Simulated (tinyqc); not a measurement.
# Core-level spacing from the offsets

Problem. For an overlayer B on a substrate A, dEv = (iB - iA) - (cB - vB) + (cA - vA) in binding energies, and dEc + dEv = EgB - EgA. Find dEv and the spacing iB - iA that a thin film must show.

Inputs (values chosen for the exercise): gap of the substrate A EgA = 0.73 eV; gap of the overlayer B EgB = 6.05 eV.

dEc = 2.0419438 eV
cA - vA = 22.658056 eV
cB - vB = 58.57 eV

Solution. The gaps give dEv, and the Kraut relation is solved for the spacing.

dEv = 3.2781 eV
iB - iA = 39.190 eV

Numbers from tinyqc (`OMP_NUM_THREADS=1 python tinyqc.py 2410168 2410169 out.jsonl`; about 0.01 s on one thread of a shared Intel Xeon 2.30GHz).
